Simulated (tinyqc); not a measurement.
Sampled drift against the exact one: kinetic Monte Carlo and master equation for a particle on a ring of sites with traps and bias. Computed by tinyqc, a small Python program. Command: `OMP_NUM_THREADS=1 python tinyqc.py 3024333 3024334 out.jsonl kmc walk`. One thread of a shared host (Intel(R) Xeon(R) Processor @ 2.30GHz), about 0.06 s of CPU time with the checks.

5 sites on a ring, numbered 1 to 5. The saddle between i and i+1 lies at E0 + s b_i and site i at s eps_i; a force F tilts the landscape, with the saddle half-way.

Inputs (values chosen for the exercise, for a model defect):

| quantity | value | unit |
|---|---|---|
| reference barrier E0 | 0.77 | eV |
| scale factor s of the disorder | 1 | - |
| attempt frequency nu | 7.7 | THz |
| temperature T | 840 | K |
| site spacing a | 3.9 | angstrom |
| force F along the ring | 0.024 | eV/angstrom |
| seed of the random numbers | 419893 | - |

Disorder: both.

site energies eps_i (eV): -0.16  -0.095  -0.12  0  -0.21

saddle shifts b_i between sites i and i+1 (eV): 0.093  0.051  -0.075  -0.081  0.018

Constants: k_B = 8.617333262e-05 eV/K.

Method:
- Rates: k(i to i+1) = nu exp(-(E0 + s b_i - s eps_i - F a/2)/(k_B T)), k(i to i-1) = nu exp(-(E0 + s b_(i-1) - s eps_i + F a/2)/(k_B T)).
- Share right = k right/(k right + k left); mean stay = 1/(k right + k left).
- Master equation dP/dt = W P, W_(i+1,i) = k right, W_(i-1,i) = k left, columns summing to zero. The steady state is its null vector; drift v = a sum P_i (k right - k left). D = a^2 lambda''(0)/2, where lambda(q) is the leading eigenvalue of W with right hops weighted by exp(q) and left hops by exp(-q).
- The slowest relaxation rate is minus the real part of the next eigenvalue of W. 1 angstrom = 1e-8 cm.
- 400 independent walkers start on sites drawn with weights P_i (k right + k left), the steady shares of hops (random numbers not printed); the estimate is total displacement over total time, with its standard error from the spread between walkers.

occupations P_i: 0.403536  0.085598  0.034596  0.010454  0.465816

drift velocity v = 0.721945 cm/s

Drift from sampling:

| hops per walker | estimate (cm/s) | standard error (cm/s) | deviation in standard errors |
|---|---|---|---|
| 10 | 0.65797 | 0.032611 | -1.9617 |
| 30 | 0.70317 | 0.019800 | -0.9483 |
| 100 | 0.71079 | 0.010157 | -1.0985 |
| 300 | 0.71765 | 0.006166 | -0.6968 |
| 1000 | 0.71690 | 0.003120 | -1.6157 |
| 3000 | 0.72029 | 0.001802 | -0.9206 |

What follows from these numbers?

The exact drift is 0.7219 cm/s. The standard error falls by a factor 3.26 from 100 to 1000 hops (sqrt10 = 3.16), and in the last row it is 0.25 % of the drift.

Extremes, crossings and ranges named in words are read from the listed rows.
